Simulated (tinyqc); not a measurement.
Chemically amplified photoresist: aerial image, acid generation, bake, development and line width: one step, computed by the program tinyqc. Command: `OMP_NUM_THREADS=1 python tinyqc.py 3030692 3030693 out.jsonl resist walk`. One thread of a shared host (Intel(R) Xeon(R) Processor @ 2.30GHz), about 0.02 s of CPU time with the checks.

Lines and spaces of pitch p with a two-beam-like image; x = 0 is the middle of the bright space. The resist is positive and treated as uniform in depth.

Question. Acid image and its blur. Dose E(x) = E [1 + c cos(2 pi x/p)]; acid h = 1 - exp(-C E(x)). Bake: the acid image is blurred by a Gaussian of variance sigma^2 = 2 D t (each Fourier term k of h, taken on 64 points, is multiplied by exp(-4 pi^2 k^2 D t/p^2)). Cosine coefficients: h(x) = sum_k h_k cos(2 pi k x/p).

Inputs (values chosen for the exercise, for a model resist at 193 nm):
```
quantity            value     unit
pitch p               120       nm
image contrast c     0.68        -
mean dose E          12.7  mJ/cm^2
Dill parameter C    0.043  cm^2/mJ
acid diffusivity D    1.1   nm^2/s
bake time t            90        s
```

Give: diffusion length sigma = sqrt(2 D t); h_0 to h_4 before the bake; h_0 to h_4 after the blur; blur factor of the first harmonic.

Answer.

diffusion length sigma = sqrt(2 D t) = 14.07 nm

h_0 to h_4 before the bake: 0.4007  0.2188  -0.0202  0.0012  -0.0001

h_0 to h_4 after the blur: 0.4007  0.1668  -0.0068  0.0001  0.0000

blur factor of the first harmonic = 0.7623

sigma/p = 0.117; the blur keeps 76 % of the modulation.
